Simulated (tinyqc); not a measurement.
Haynes-Shockley experiment: drift, diffusion and decay of a minority-carrier pulse: one step, computed by the program tinyqc. Command: `OMP_NUM_THREADS=1 python tinyqc.py 3112928 3112929 out.jsonl haynes walk`. One thread of a shared host (Intel(R) Xeon(R) Processor @ 2.30GHz), about 0.01 s of CPU time with the checks.

A thin sheet of excess carriers is made at x = 0, t = 0 in a long uniform bar; injection is low, so the pulse moves with the minority mobility.

Problem. Two distances. dn(x, t) = N0/sqrt(4 pi D t) exp(-(x - v t)^2/(4 D t) - t/tau). At fixed x the signal peaks where d ln(dn)/dt = 0: a t^2 + t/2 - x^2/(4 D) = 0 with a = v^2/(4 D) + 1/tau. Differences remove part of the bias: mu = (d2 - d)/(F (t_p2 - t_p)). The time-integrated signal is A(x) = (N0/u) exp(x (v - u)/(2 D)), u = sqrt(v^2 + 4 D/tau); the simple lifetime is tau = (t_p2 - t_p)/ln(A(d)/A(d2)).

Inputs (values chosen for the exercise, modelled on electrons in p-type germanium in a lightly doped bar):
```
quantity                     value         unit
lifetime tau                   340  microsecond
temperature T                  250            K
field F                        7.4         V/cm
distance d to the collector   0.42           cm
second distance d2            0.65           cm
```

drift velocity v = 29008 cm/s

D = 84.44987 cm^2/s

time of the peak t_p = 14.37033 microsecond

Give: t_p2; mobility from two distances; area ratio A(d)/A(d2); lifetime from areas.

Solution.

t_p2 = 22.29 microsecond

mobility from two distances = 3922 cm^2/(V s)

area ratio A(d)/A(d2) = 1.024

lifetime from areas = 339.9 microsecond
